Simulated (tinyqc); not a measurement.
Heat flow across a film from the phonon Boltzmann equation in the relaxation-time approximation. Changing the film thickness L. Computed by tinyqc, a small Python program. Command: `OMP_NUM_THREADS=1 python tinyqc.py 3031727 3031728 out.jsonl slabbte sweep`. One thread of a shared host (Intel(R) Xeon(R) Processor @ 2.30GHz), about 0.05 s of CPU time with the checks.

Two black walls, hot at x = 0 and cold at x = L, emit phonons isotropically. For one free path Lambda, with tau = x/Lambda, tau_L = L/Lambda and phi = (T - T_cold)/Delta T, energy balance gives phi(tau) = (1/2) [E2(tau) + int_0^tau_L phi(s) E1(|tau - s|) ds]; E_n are the exponential integrals. The flux over the ballistic flux C v Delta T/4 is psi = 1 - 2 int_0^tau_L phi(s) E2(s) ds, and kappa_eff/kappa = (3/4) tau_L psi. kappa = C v Lambda/3 is an input, so at fixed kappa a longer free path means a smaller C v.

Inputs (values chosen for the exercise, modelled on silicon carbide):

| quantity | value | unit |
|---|---|---|
| bulk conductivity kappa | 382 | W/(m K) |
| wall temperature difference Delta T | 16 | K |
| free path Lambda_1 | 140 | nm |
| cells n in the small system | 4 | - |

Free-path groups: one.

Method:
- Cut the film into n equal cells with constant phi, collocated at the centres c_i: the kernel integrates to A_ij = |E2(|c_i - e_j|) - E2(|c_i - e_(j+1)|)|/2 for cell edges e_j, and A_ii = 1 - E2(half a cell); solve (1 - A) phi = E2(c)/2; psi = 1 - 2 sum_j phi_j [E3(e_j) - E3(e_(j+1))].
- Use 150 and 300 cells and extrapolate psi = (4 psi(300) - psi(150))/3. The jump at the hot wall is 1 - phi there (linear extrapolation from the first two of 300 cells). Two-flux (diffusion with slip) formula: psi = 1/(1 + 3 tau_L/4).
- Each group is solved on its own with 150 and 300 cells, psi = (4 psi(300) - psi(150))/3, and weighted by its share of kappa.
- Flux J = kappa_eff Delta T/L; apparent boundary resistance per wall (L/kappa_eff - L/kappa)/2.

One run for each value:

| film thickness L (nm) | kappa_eff (W/(m K)) | flux J (GW/m^2) | jump at the wall / Delta T for Lambda_1 | apparent resistance per wall (m^2 K/GW) |
|---|---|---|---|---|
| 2.8 | 5.6 | 32.12 | 0.4782 | 0.2454 |
| 5.8 | 11.4 | 31.50 | 0.4621 | 0.2464 |
| 12 | 22.7 | 30.33 | 0.4362 | 0.2480 |
| 25 | 44.1 | 28.24 | 0.3963 | 0.2506 |
| 53 | 81.9 | 24.74 | 0.3385 | 0.2540 |
| 110 | 137.0 | 19.93 | 0.2676 | 0.2574 |
| 230 | 205.1 | 14.27 | 0.1897 | 0.2596 |
| 480 | 270.1 | 9.00 | 0.1196 | 0.2603 |
| 1000 | 318.6 | 5.10 | 0.0680 | 0.2603 |
| 2100 | 349.0 | 2.66 | 0.0358 | 0.2601 |

Over the rows, kappa_eff (W/(m K)) rises from 5.62 to 349 (exponent d ln y / d ln x 0.97 between the first rows and 0.12 between the last); flux J (GW/m^2) falls from 32.1 to 2.66 (exponent d ln y / d ln x -0.027 between the first rows and -0.88 between the last); jump at the wall / Delta T for Lambda_1 falls from 0.478 to 0.0358 (exponent d ln y / d ln x -0.047 between the first rows and -0.86 between the last). At the low end the exponent of kappa_eff is 0.97, close to 1: the ballistic limit. At the low end the exponent of flux J is -0.03, close to 0: the ballistic flux does not depend on L. In thin films phonons cross without scattering: the flux is bounded by what the walls emit, and Delta T drops in two jumps of one half each. In thick films the jumps shrink as Lambda/L and the apparent wall resistance tends to a constant.

Caution (rows 2.80, 5.80): below about 10 nm the film nears the phonon wavelength, and a particle picture fails.

Extremes, crossings and ranges named in words are read from the listed rows.
